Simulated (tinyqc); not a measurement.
Chemical vapour deposition: Grove model, boundary layer, depletion and step coverage: one step, computed by the program tinyqc.

A precursor diffuses to the surface and reacts there at first order; each molecule that reacts adds one formula unit of film.

Problem. Depletion along the susceptor. Plug flow: U b dC/dx = -k_eff C with k_eff = k_s h_g/(k_s + h_g), so C falls as exp(-k_eff x/(U b)); the used share of the precursor is 1 - C(L)/C(0).

Inputs (values chosen for the exercise, close to those used for silicon dioxide from an alkoxysilane):
```
quantity            value  unit
temperature T         650     C
gas velocity U         33  cm/s
susceptor length L     56    cm
channel height b      4.8    cm
```

Reactor: horizontal, reduced pressure.

surface rate constant k_s = 0.2102506 cm/s

mass-transfer coefficient h_g = 9.870257 cm/s

growth rate G at the inlet = 93.96759 nm/min

Give: k_eff; depletion length; rate at the outlet over rate at the inlet; rate at the outlet.

Solution.

k_eff = 0.20587 cm/s

depletion length = 769.43 cm

rate at the outlet over rate at the inlet = 0.92980

rate at the outlet = 87.372 nm/min

7.0 % of the precursor is used. Caution: the boundary layer is capped at b/2, so U, L and nu no longer affect h_g.
